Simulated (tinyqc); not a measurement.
Pariser-Parr-Pople SCF with singles CI, for the molecule Clc1nnc2[nH]cnc2n1 (SMILES; centres numbered as the heavy atoms are written), step by step. One step of it, computed by the program tinyqc.

Task: Iteration 1: orbitals and new P. Diagonalise F (the basis is taken as orthonormal) and form P = 2 sum c c over the lowest orbitals.

F (eV), lower triangle:
```
            1Cl         2C         3N         4N         5C          6N         7C         8N
1Cl  -12.578633
2C    -3.245066  -4.864455
3N     0.497451  -4.643999  -7.384194
4N     0.136004   0.101026  -5.376893  -7.650536
5C    -0.265316   0.478081   0.295005  -4.688558  -6.936008
6N     0.067654  -0.188464   0.301445   0.227609  -4.471842  -10.002404
7C     0.095867  -0.141986  -0.211069   0.268181   0.461624   -4.950479  -7.047076
8N    -0.151692   0.258526  -0.161849  -0.096626   0.479564    0.876183  -5.066590  -7.402945
9C     0.017651   0.159079   0.547681  -0.183471  -4.230530    0.629089   0.380650  -4.692151
10N    0.804409  -5.031500  -0.045612   0.790082  -0.037286   -0.191810   0.245961   0.336694

            9C        10N
9C   -4.376537
10N  -4.647728  -6.741777
```

pi electrons, sum of z_r less the charge = 12

Give: orbital energies; P after iteration 1.

Result:

orbital energies (eV): -16.775  -14.986  -13.707  -12.733  -10.932  -10.313  -1.387  0.553  1.326  3.968

P after iteration 1, lower triangle:
```
        1Cl      2C      3N      4N      5C      6N      7C      8N
1Cl   1.902
2C    0.328   0.871
3N   -0.134   0.565   1.141
4N   -0.030  -0.045   0.713   1.083
5C    0.103  -0.236  -0.164   0.576   1.118
6N   -0.033   0.103  -0.103  -0.100   0.479   1.455
7C   -0.036   0.070   0.167  -0.129  -0.225   0.619   1.053
8N    0.059  -0.141   0.034   0.071  -0.110  -0.316   0.693   1.277
9C   -0.011  -0.012  -0.258   0.077   0.515  -0.206  -0.098   0.544
10N  -0.207   0.681   0.045  -0.335   0.058   0.078  -0.151  -0.074

        9C    10N
9C   0.911
10N  0.553  1.188
```
